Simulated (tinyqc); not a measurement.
From folded lines to real minibands: band folding and unfolding in a supercell of a chain.

A chain with hopping -t and n = 8 sites a supercell. H(K) has v_j on the diagonal, -t between neighbours and -t exp(2 pi i K) on the bond that closes the cell (from the last site to the first of the next cell). The point K holds the n wave vectors k_m = (K + m)/n of the primitive zone, in 2 pi/a, m = 0 to n - 1, with E0 = -2t cos(2 pi k_m). The unfolding weight of a state c on k_m is |sum_j c_j exp(-2 pi i k_m j)|^2/n, j = 0 to n - 1.

Parameters, chosen for this exercise:

| symbol | value | unit | meaning |
|---|---|---|---|
| t | 0.86 | eV | hopping |
| v | (0.344, 0.243, 0, -0.243, -0.344, -0.243, 0, 0.243) | eV | site energies in the supercell |
| Kq | 0.28 | 2 pi/(n a) | wave vector in the small zone |

The potential is scaled by x. For the lowest level at K: energy, second-order estimate E0(k_0) + x V_0 - x^2 sum_m |V_m|^2/(E0(k_m) - E0(k_0)), weight on k_0, and width of the lowest miniband between K = 0 and 1/2.

Lowest level:

| x | E (eV) | second order (eV) | weight on k_0 | miniband width (eV) |
|---|---|---|---|---|
| 0.00 | -1.6786 | -1.6786 | 1.000 | 0.1309 |
| 0.25 | -1.6888 | -1.6892 | 0.965 | 0.0933 |
| 0.50 | -1.7165 | -1.7210 | 0.891 | 0.0657 |
| 1.00 | -1.8024 | -1.8482 | 0.760 | 0.0331 |
| 1.50 | -1.9091 | -2.0602 | 0.678 | 0.0176 |
| 2.00 | -2.0266 | -2.3571 | 0.624 | 0.0099 |
| 3.00 | -2.2805 | -3.2052 | 0.557 | 0.0036 |
| 4.00 | -2.5497 | -4.3925 | 0.514 | 0.0015 |

What does the comparison show?

Second order is -45.8 meV off at x = 1 and -925 meV at x = 3. The weight on the parent k falls to 0.76 at x = 1 and 0.51 at x = 4, and the miniband narrows from 0.131 to 0.002 eV as the state gathers on the low sites. While the weight stays near one the primitive band is still the right picture and the folded copies carry little spectral weight.

Computed by tinyqc, a small Python program: `OMP_NUM_THREADS=1 python tinyqc.py 1452329 1452330 out.jsonl` (the numbers bound the seed that draws the inputs); one thread of a shared host (Intel(R) Xeon(R) Processor @ 2.30GHz), about 0.01 s for the whole set of steps.
